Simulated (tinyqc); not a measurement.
# Lifetime from the storage time

Inverse problem. In the charge-control model of a long diode dQ/dt = -Ir - Q/tau after the current is switched from If to -Ir, with Q(0) = If tau; the storage time ends at Q = 0. Find tau, the stored charge and the share of it that leaves through the terminals.

forward and reverse current (mA): 2.5  8.6
storage time = 765.54872 ns

Answer. Integrating gives ts = tau ln(1 + If/Ir). The extracted charge is Ir ts; the rest recombines.

tau = 3.00e3 ns
stored charge = 7.50 nC
share extracted = 87.8 %

Computed by the program tinyqc: `OMP_NUM_THREADS=1 python tinyqc.py 2230007 2230008 out.jsonl`, one thread of a shared Intel Xeon 2.30GHz, about 0.01 s for the whole run.
